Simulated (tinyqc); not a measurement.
Inside a calculation: armchair graphene nanoribbon in tight binding. Values are carried at full precision from step to step, so a last printed digit may differ when a step is redone from the rounded ones.

An armchair ribbon of N dimer lines, width (N - 1) sqrt3 acc/2, period 3 acc, one pz orbital a site. In line n, A_n binds to B_n with -t exp(ik/3), times (1 + d) in the two edge lines, and to B_(n-1) and B_(n+1) with -t exp(-ik/6); k runs from -pi to pi. For d = 0 the modes across the ribbon are sin(n p pi/(N + 1)), p = 1 to N, with E = -/+ t sqrt(1 + 4 c^2 + 4 c cos(k/2)), c = cos(p pi/(N + 1)).

Values chosen for the exercise (near those used for graphene; the results hold for these values, not for the real material):
```
symbol  value  unit  meaning
t       2.59   eV    hopping
N       5            dimer lines
k       2.97         k times the period 3 acc
d       0.1          relative strengthening of the edge bonds
```

## Transverse modes without edge correction

For each p give c, |E| at k = 0, t |1 + 2c|, and |E| at the given k.

Modes:
```
p        c  |E| at k = 0 (eV)  |E| at k (eV)
1   0.8660             7.0760         5.3688
2   0.5000             5.1800         3.8165
3   0.0000             2.5900         2.5900
4  -0.5000             0.0000         3.5024
5  -0.8660             1.8960         4.9841
```

N = 5 = 3 x 1 + 2. Mode p = 4 has c = -1/2 and passes through zero: no gap at this level.

## The Hamiltonian at k

Fill in the matrix.

H(k) (eV):
```
                 A1               A2               A3               A4               A5               B1
A1                0                0                0                0                0  -1.5632-2.3818i
A2                0                0                0                0                0  -2.2791+1.2303i
A3                0                0                0                0                0                0
A4                0                0                0                0                0                0
A5                0                0                0                0                0                0
B1  -1.5632+2.3818i  -2.2791-1.2303i                0                0                0                0
B2  -2.2791-1.2303i  -1.4211+2.1653i  -2.2791-1.2303i                0                0                0
B3                0  -2.2791-1.2303i  -1.4211+2.1653i  -2.2791-1.2303i                0                0
B4                0                0  -2.2791-1.2303i  -1.4211+2.1653i  -2.2791-1.2303i                0
B5                0                0                0  -2.2791-1.2303i  -1.5632+2.3818i                0

                 B2               B3               B4               B5
A1  -2.2791+1.2303i                0                0                0
A2  -1.4211-2.1653i  -2.2791+1.2303i                0                0
A3  -2.2791+1.2303i  -1.4211-2.1653i  -2.2791+1.2303i                0
A4                0  -2.2791+1.2303i  -1.4211-2.1653i  -2.2791+1.2303i
A5                0                0  -2.2791+1.2303i  -1.5632-2.3818i
B1                0                0                0                0
B2                0                0                0                0
B3                0                0                0                0
B4                0                0                0                0
B5                0                0                0                0
```

## Levels at k

Diagonalise H.

levels (eV): -5.4003  -5.0008  -3.9585  -3.5456  -2.7586  2.7586  3.5456  3.9585  5.0008  5.4003

The levels come in pairs +E, -E because only A-B bonds occur.

## The gap with the edge correction

First order in d: for the mode p nearest to c = -1/2 the gap is 2t |1 + 2c + d w|, w = 4 sin^2(p pi/(N + 1))/(N + 1) being the weight on the two edge lines. Compare with twice the smallest |E| of H(0).

p = 4
w = 0.5000
gap to first order = 0.2590 eV
gap from H(0) = 0.2525 eV

First order misses the full value by +6.5 meV.

## Checks

- Positive levels of H(k) for d = 0 against the mode formula: they agree to 1e-10 or better.

tinyqc: `OMP_NUM_THREADS=1 python tinyqc.py 1452655 1452656 out.jsonl`; about 0.04 s, one thread, shared Intel(R) Xeon(R) Processor @ 2.30GHz.
